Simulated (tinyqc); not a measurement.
Tight binding, kagome lattice, step by step. One step of it, computed by the program tinyqc.

Question. Levels at K. Diagonalise the Hermitian matrix.

H(k) at K (eV):
```
                     A                    B                    C
A             0.000000  -0.115000+1.584826i  -0.115000-1.584826i
B  -0.115000-1.584826i             0.000000  -0.115000+1.584826i
C  -0.115000+1.584826i  -0.115000-1.584826i             0.230000
```

Give: eigenvalues; weights |c|^2 of the basis functions.

Answer.

eigenvalues (eV): -2.5568  -0.1529  2.9397

weights |c|^2 of the basis functions:
```
   band 1  band 2  band 3
A  0.3482  0.3318  0.3201
B  0.3482  0.3318  0.3201
C  0.3037  0.3365  0.3599
```
